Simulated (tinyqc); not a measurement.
From results back to parameters: tunnelling through a thin dielectric with one trap, as a tight-binding chain. Three cases, with inputs chosen for the exercise.

Problem. A resonance has full width Gamma_L + Gamma_R and peak height 4 Gamma_L Gamma_R/(Gamma_L + Gamma_R)^2. The values come from hidden widths.

Case 1.

full width = 2.32301 meV
peak height = 0.347432

Case 2.

full width = 56.0245 meV
peak height = 9.24300e-05

Case 3.

full width = 38.6386 meV
peak height = 0.00164873

Find: larger and smaller width.

Solution. The widths are (W/2)(1 +/- sqrt(1 - peak)); which belongs to which lead the line shape cannot tell.

Case 1.

larger and smaller width (meV): 2.10  0.223

Case 2.

larger and smaller width (meV): 56.0  0.00129

Case 3.

larger and smaller width (meV): 38.6  0.0159

Computed by tinyqc, one run a case: `OMP_NUM_THREADS=1 python tinyqc.py N N+1 out.jsonl` with N = 1452074, 1452252, 1452263; one thread of a shared Intel(R) Xeon(R) Processor @ 2.30GHz, about 0.07 s a run at most.
